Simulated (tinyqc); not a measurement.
Inside a calculation. Method: G0W0 on RHF in the sto-3g basis, for H2, spin multiplicity 1. Computed by tinyqc, a small Python program that keeps every step (integrals from PySCF). Settings: charge = 0, multiplicity = 1, basis = sto-3g, method = RHF, energy threshold = 1e-10, iteration cap = 65, orthogonalisation = canonical, start = atomic densities, DIIS depth = 6. Command: `OMP_NUM_THREADS=1 python tinyqc.py 31708 31709 out.jsonl` (the two numbers bound the seeds that draw the settings). One thread of a shared host (Intel(R) Xeon(R) Processor @ 2.60GHz), about 0.03 s of CPU time with the checks. The early iterations of the SCF are left out here.

## One-electron integrals

Geometry (angstrom):
```
atom        x        y        z
H     0.00000  0.00000  0.00000
H     0.00000  0.00000  1.11900
```

Basis sto-3g: exponents (1/bohr^2) and contraction coefficients of normalised primitives:
```
element  l (shell)  exponent  coefficient
H            s (1)   3.42525      0.15433
H            s (1)   0.62391      0.53533
H            s (1)   0.16886      0.44463
```

Overlap, kinetic and nuclear-attraction integrals over the contracted functions; the nuclear repulsion is the sum of Za Zb / Rab.

nuclear repulsion = 0.4729019 hartree

overlap S:
```
         1H 1s    2H 1s
1H 1s  1.00000  0.42926
2H 1s  0.42926  1.00000
```

kinetic energy T (hartree):
```
         1H 1s    2H 1s
1H 1s  0.76003  0.07291
2H 1s  0.07291  0.76003
```

nuclear attraction V (hartree):
```
          1H 1s     2H 1s
1H 1s  -1.69042  -0.65009
2H 1s  -0.65009  -1.69042
```

core Hamiltonian H = T + V (hartree):
```
          1H 1s     2H 1s
1H 1s  -0.93039  -0.57718
2H 1s  -0.57718  -0.93039
```

## Two-electron integrals

Functions are numbered as in S; the eight-fold symmetry (ij|kl) = (ji|kl) = (kl|ij) leaves the list below.

Two-electron integrals (ij|kl) in chemists' order, unique and non-zero (hartree):
```
(11|11) 0.77461   (21|11) 0.25781   (21|21) 0.11453   (22|11) 0.44103
(22|21) 0.25781   (22|22) 0.77461
```

## Orthogonalisation

S = U s U^T; canonical form X = U s^(-1/2), so that X^T S X = 1. Each column of U has its largest component positive (the first on a tie).

eigenvalues of S: 0.57074  1.42926

X:
```
              1        2
1H 1s   0.93597  0.59147
2H 1s  -0.93597  0.59147
```

## Iteration 3 (converged): orbitals

converged F (hartree):
```
          1H 1s     2H 1s
1H 1s  -0.21052  -0.43089
2H 1s  -0.43089  -0.21052
```

Diagonalise F' = X^T F X, C = X C', fill 1 alpha and 1 beta electrons from the bottom; D = 2 C_occ C_occ^T. Each column has its largest component positive (the first on a tie).

F' = X^T F X (hartree):
```
         1         2
1  0.38612   0.00000
2  0.00000  -0.44877
```

orbital energies (hartree): MO1 -0.44877, MO2 0.38612

coefficients C:
```
           MO1       MO2
1H 1s  0.59147   0.93597
2H 1s  0.59147  -0.93597
```

D after iteration 3:
```
         1H 1s    2H 1s
1H 1s  0.69966  0.69966
2H 1s  0.69966  0.69966
```

## Convergence

Stop when the energy changes by less than 1e-10 hartree and every element of the error matrix X^T (F D S - S D F) X is below 3e-06.

Course of the cycle:
```
iteration  E (hartree)     change  largest element of the error matrix
1           -0.6646122          -                             3.38e-16
2           -1.0306642  -3.66e-01                             9.73e-17
3           -1.0306642    0.00000                             9.73e-17
```

PySCF RHF in the same basis = -1.0306642 hartree

Converged in 3 iterations.

## Integrals over molecular orbitals

(pq|rs) = sum C_ip C_jq C_kr C_ls (ij|kl), one index at a time.

one-electron integrals over orbitals h = C^T H C (hartree):
```
          1         2
1  -1.05479   0.00000
2   0.00000  -0.61885
```

Two-electron integrals over orbitals (pq|rs), unique and non-zero (hartree):
```
(11|11) 0.60602   (21|21) 0.20446   (22|11) 0.60472   (22|22) 0.63461
```

## Screening: direct RPA

With D = e_a - e_i and K = (ia|jb): diagonalise D^(1/2) (D + 4K) D^(1/2) = Z w^2 Z^T; X + Y = D^(1/2) Z w^(-1/2), each column of Z with its largest component positive (the first on a tie); E_c = (sum w - tr (D + 2K)) / 2.

D^(1/2) (D + 4K) D^(1/2) (hartree^2):
```
         1>2
1>2  1.37986
```

excitation energies w (hartree): 1.17467

X + Y:
```
           1
1>2  0.84306
```

RPA correlation energy = -0.0345710 hartree

## G0W0 on Hartree-Fock: HOMO

W(p,q,m) = sqrt2 sum_ia (pq|ia) (X+Y)_ia,m; Sigma_c(x) = sum_(i,m) W^2/(x - e_i + w_m) + sum_(a,m) W^2/(x - e_a - w_m); solve x = e_p + Sigma_c(x) by Newton steps; Z = 1/(1 - dSigma/dx); 1 hartree = 27.211386 eV.

The 12 largest terms at x = e_p (hartree; W for the signs of X + Y given):
```
q  m        W      term
2  1  0.24377  -0.02957
```

Newton steps (hartree):
```
step         x  Sigma_c(x)        Z
0     -0.44877    -0.02957  0.98550
1     -0.47791    -0.02915  0.98590
2     -0.47792    -0.02915  0.98590
```

quasiparticle energy of the HOMO = -13.00488 eV

Hartree-Fock value = -12.21172 eV

## G0W0 on Hartree-Fock: LUMO

As before.

The 12 largest terms at x = e_p (hartree; W for the signs of X + Y given):
```
q  m        W     term
1  1  0.24377  0.02957
```

Newton steps (hartree):
```
step        x  Sigma_c(x)        Z
0     0.38612     0.02957  0.98550
1     0.41526     0.02915  0.98590
2     0.41527     0.02915  0.98590
```

quasiparticle energy of the LUMO = 11.30001 eV

Hartree-Fock value = 10.50685 eV
